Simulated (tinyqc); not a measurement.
Precursor delivery by bubblers, mass-transport growth and the solid composition of a III-V alloy: one step, computed by the program tinyqc. Command: `OMP_NUM_THREADS=1 python tinyqc.py 3029520 3029521 out.jsonl movpe_thermo walk`. One thread of a shared host (Intel(R) Xeon(R) Processor @ 2.30GHz), about 0.01 s of CPU time with the checks.

1 sccm = 44.615 micromol/min; 1 torr = 133.322 Pa. The sources decompose fully at the surface.

Task: Solid composition. A sticks fully. B desorbs: its surface pressure is p_B* = x gamma_B K/sqrt(p_V), ln gamma_B = L0 (1 - x)^2/(R T), K = 10^(log10 K at 1000 K) exp[-(H/R)(1/T - 1/1000)], p_V in torr. With equal diffusivities x = (p_2 - p_B*)/(p_1 + p_2 - p_B*). Growth rate = rate per torr x p_1/(1 - x).

Inputs (values chosen for the exercise, modelled on triethylgallium (source 1) and trimethylindium (source 2) for the vapour pressures):
```
quantity                                                                                                  value        unit
bath temperature T1                                                                                         290           K
bath temperature T2                                                                                         305           K
growth temperature T                                                                                       1070           K
flow cross-section A                                                                                         57        cm^2
interaction L0 of the solid                                                                                12.3      kJ/mol
log10 of p_B,eq over pure BC at 1000 K and 1 torr of group V (exaggerated: liquid indium has about -4.1)   -1.6  log10 torr
enthalpy of that equilibrium H                                                                              276      kJ/mol
```

Alloy: mixing on the group-III sites, with desorption of B.

p_V = 3.114754 torr

vapour fraction of source 2 = 0.6875174

p_1 = 0.001321456 torr

p_2 = 0.002907439 torr

growth rate per torr of group III = 218.1047 micrometre/(h torr)

Constants: R = 8.314462618 J/(mol K).

Give: K/sqrt(p_V); solid fraction x; share of B incorporated, 1 - p_B*/p_2; growth rate.

Result:

K/sqrt(p_V) = 0.1249 torr

solid fraction x = 0.005923

share of B incorporated, 1 - p_B*/p_2 = 0.002708

growth rate = 0.2899 micrometre/h

Only 0 % of the B supplied is built in; more group V or a lower T would raise it. Caution: the boundary layer is a quarter or more of the root of the cross-section, so it fills much of the channel and depletion along the flow matters.
